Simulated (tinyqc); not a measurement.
# Saturation velocity and mobility from two gate lengths

Inverse problem. Isat = Cox vsat Vg (x - 1)/(x + 1) per width, x = sqrt(1 + 2 mu Vg/(m vsat L)), with no series resistance and the same overdrive Vg and mu at both lengths. Find vsat and mu.

Inputs (values chosen for the exercise):

| symbol | value | unit | meaning |
|---|---|---|---|
| Cox | 1.5 | uF/cm^2 | gate capacitance |
| m | 1.29 |  | body factor |

Vg = 1.17 V
Isat at L = 0.05 and 0.25 um (uA/um): 845.14780  383.86664

Solution. The ratio of the currents depends on c = 2 mu Vg/(m vsat) alone and falls steadily from L2/L1 to 1 as c grows, so it fixes c; either current then gives vsat.

vsat = 1.00e7 cm/s
mu = 198 cm^2/(V s)

Program tinyqc, `OMP_NUM_THREADS=1 python tinyqc.py 2500129 2500130 out.jsonl`; Intel Xeon 2.30GHz, shared host, one thread, about 0.01 s.
